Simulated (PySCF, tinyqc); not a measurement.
Starting guesses with plain Roothaan steps: SCF starting guesses in the sto-3g basis, for H6, spin multiplicity 1. Computed by the program tinyqc with PySCF. 

Geometry (angstrom):
```
atom       x       y       z
H     0.0000  0.0000  0.0000
H     0.0000  0.0000  1.1650
H     0.0000  0.0000  2.8940
H     0.0000  0.0000  4.0590
H     0.0000  0.0000  5.7870
H     0.0000  0.0000  6.9520
```

lowest restricted solution found by these runs and by PySCF = -3.045357 hartree

RHF with one setting changed at a time; a run stops when the energy changes by less than 1e-09 hartree and the error matrix is below 1e-5. Starts: the lowest orbitals of the core Hamiltonian, of the Wolfsberg-Helmholz matrix (K = 1.75), projected atomic densities, random orbitals, and the highest orbitals of the core Hamiltonian (a deliberately bad start).

Largest element of the error matrix X^T (FDS - SDF) X:
```
iteration     core  Wolfsberg-Helmholz  atomic densities   random  highest core orbitals
1          3.7e-01             1.6e-01           9.9e-03  2.5e-01                3.9e-02
2          3.2e-02             1.4e-02           3.2e-02  6.8e-01                3.2e-01
3          6.3e-03             4.0e-03           9.3e-03  5.6e-01                2.4e-01
4          1.8e-03             1.1e-03           2.6e-03  2.6e-01                4.9e-02
5          5.0e-04             3.2e-04           7.4e-04  7.7e-02                1.4e-02
6          1.4e-04             8.9e-05           2.1e-04  2.2e-02                4.0e-03
8          1.1e-05             7.0e-06           1.7e-05  1.6e-03                3.2e-04
10               -                   -                 -  1.2e-04                2.5e-05
```

How each run ends:
```
run                    iterations  E (hartree)         state
core                            9     -3.04536  lowest found
Wolfsberg-Helmholz              9     -3.04536  lowest found
atomic densities                9     -3.04536  lowest found
random                         13     -3.04536  lowest found
highest core orbitals          12     -3.04536  lowest found
```

5 of 5 runs reach the lowest restricted solution found, in 9 to 13 iterations (fastest: core, Wolfsberg-Helmholz, atomic densities). The first errors are 4e-01, 2e-01, 1e-02, 2e-01, 4e-02. The restricted reference is unstable here: a spin-polarised solution lies 0.0021 hartree lower (PySCF), so results built on it describe a poor reference.
